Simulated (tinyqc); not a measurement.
Thermal stress and diffusional relaxation in a metal film: Coble and Nabarro-Herring creep, cooling and holds: one step, computed by the program tinyqc. Command: `OMP_NUM_THREADS=1 python tinyqc.py 3029739 3029740 out.jsonl creep walk`. One thread of a shared host (Intel(R) Xeon(R) Processor @ 2.30GHz), about 0.02 s of CPU time with the checks.

A thin film on a rigid substrate is stress-free at T0. Tension is positive and the film creeps linearly: d sigma/dt = -M (mismatch) dT/dt - sigma/tau.

Question. Stress after cooling to room temperature. Creep rate per stress: Nabarro-Herring 14 D Omega/(k_B T d^2), Coble (14 pi) delta D_b Omega/(k_B T d^3), with D = D0 exp(-E/(k_B T)), delta D_b = (delta D_b)0 exp(-E_b/(k_B T)); 1/tau = M x (sum of both)/2 (biaxial strain rate is half the uniaxial one). Temperatures in kelvin are T(C) + 273.15. Cooling from T0 at the constant rate: d sigma/dT = -slope + sigma/(tau(T) x rate), integrated to 25 C (stiff solver, tolerance 1e-9). Effective stress-free temperature T_eff = 25 C + sigma/slope.

Inputs (values chosen for the exercise, modelled on aluminium films on silicon):
```
quantity                           value        unit
biaxial modulus M                    101         GPa
atomic volume Omega                 16.6  angstrom^3
lattice prefactor D0             0.00014       m^2/s
lattice energy E                    1.48          eV
boundary prefactor (delta D_b)0  6.2e-14       m^3/s
boundary energy E_b                0.849          eV
grain size d                         3.8          um
stress-free temperature T0           350           C
hold temperature T                   140           C
cooling rate                         100       C/min
yield stress                         300         MPa
```

thermoelastic slope = 2.1008 MPa/K

Constants: k_B = 1.380649e-23 J/K; k_B = 8.617333262e-05 eV/K.

Give: stress at 25 C; effective stress-free temperature.

Answer.

stress at 25 C = 472.6 MPa

effective stress-free temperature = 249.9 C

Creep during cooling removes 30.8 % of the elastic value. Caution: the elastic stress exceeds the yield stress, so dislocation glide would cap it first. Caution: bulk creep laws overstate relaxation in a bonded film, and dislocation glide would cap stresses above the yield stress.
